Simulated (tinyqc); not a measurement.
Worked calculation: density of states of one tight-binding band on the simple cubic lattice. Values are carried at full precision from step to step, so a last printed digit may differ when a step is redone from the rounded ones.

E(k) = -2 t (c1 + c2 + c3) - 4 t2 (c1 c2 + c2 c3 + c3 c1) with ci = cos(2 pi ki); k in fractions of the reciprocal vectors, mesh k_i = j/N with j = 0 .. N-1. Densities are per cell and per spin, so the band holds one state.

Values chosen for the exercise:
- t = 1.35 eV (nearest hopping)
- t2 = 0 eV (second hopping)
- N = 4 (mesh points along each axis)
- bins = 6 (bins of the histogram)
- E_lo = -8.213 eV (lower end of the histogram)
- E_hi = 8.217 eV (upper end)
- E = -5.14 eV (energy at which the density is wanted)
- sigma = 0.675 eV (Gaussian width)

## Energies on the mesh

Evaluate the band at all 64 points and collect equal values.

Distinct energies:

| E_k (eV) | points |
|---|---|
| -8.1000 | 1 |
| -5.4000 | 6 |
| -2.7000 | 15 |
| 0.0000 | 20 |
| 2.7000 | 15 |
| 5.4000 | 6 |
| 8.1000 | 1 |

The 64 points give 7 distinct energies between -8.1000 and 8.1000 eV; a dense mesh gives a band from -8.100 to 8.100 eV.

## Histogram

Count the points in equal bins from E_lo to E_hi; g = count/(all points x bin width).

Histogram:

| from (eV) | to (eV) | points | g (1/eV) |
|---|---|---|---|
| -8.2130 | -5.4747 | 1 | 0.0057 |
| -5.4747 | -2.7363 | 6 | 0.0342 |
| -2.7363 | 0.0020 | 35 | 0.1997 |
| 0.0020 | 2.7403 | 15 | 0.0856 |
| 2.7403 | 5.4787 | 6 | 0.0342 |
| 5.4787 | 8.2170 | 1 | 0.0057 |

Empty bins: 0 of 6; the fullest holds 35 points.

## Gaussian broadening at one energy

Gaussian broadening: g(E) = mean over the mesh of exp(-(E - E_k)^2/(2 sigma^2))/(sigma sqrt(2 pi)), n(E) = mean of erfc((E_k - E)/(sigma sqrt 2))/2.

Sum over the distinct energies with their counts.

n(E) = 0.0766
g(E) = 0.0516 1/eV

## One tetrahedron of the mesh

For corner energies e1 <= e2 <= e3 <= e4 and eij = ei - ej, the share of the tetrahedron below E is n = (E - e1)^3/(e21 e31 e41) for e1 < E < e2; n = [e21^2 + 3 e21 x + 3 x^2 - (e31 + e42) x^3/(e32 e42)]/(e31 e41) with x = E - e2 for e2 < E < e3; n = 1 - (e4 - E)^3/(e41 e42 e43) for e3 < E < e4; its density of states is g = dn/dE.

corner energies, sorted (eV): -8.1000  -5.4000  -2.7000  0.0000

Find its share below E and its density of states at E.

n = 0.2192
g = 0.2174 1/eV

E lies between corners 2 and 3.

## Sum over all linear tetrahedra

Each cube of the mesh, corners numbered 0 to 7 as the binary number (i j l), is cut into six tetrahedra around the diagonal 0-7: 0137, 0157, 0237, 0267, 0457, 0467. For corner energies e1 <= e2 <= e3 <= e4 and eij = ei - ej, the share of the tetrahedron below E is n = (E - e1)^3/(e21 e31 e41) for e1 < E < e2; n = [e21^2 + 3 e21 x + 3 x^2 - (e31 + e42) x^3/(e32 e42)]/(e31 e41) with x = E - e2 for e2 < E < e3; n = 1 - (e4 - E)^3/(e41 e42 e43) for e3 < E < e4; its density of states is g = dn/dE.

Average n and g over all pieces of the mesh. The reference uses the same method with N = 36.

n(E) = 0.0275
g(E) = 0.0278 1/eV
reference n(E) = 0.066
reference g(E) = 0.039 1/eV

On this mesh the linear method errs by -0.011 1/eV in g and -0.039 in n; the Gaussian sum erred by +0.013 and +0.011.

## Checks

- States below the top of the band by the linear method against one: both 1.000000.

Run: tinyqc, `OMP_NUM_THREADS=1 python tinyqc.py 1681166 1681167 out.jsonl`; Intel(R) Xeon(R) Processor @ 2.30GHz, one thread, shared host; about 0.2 s of CPU time with all checks.
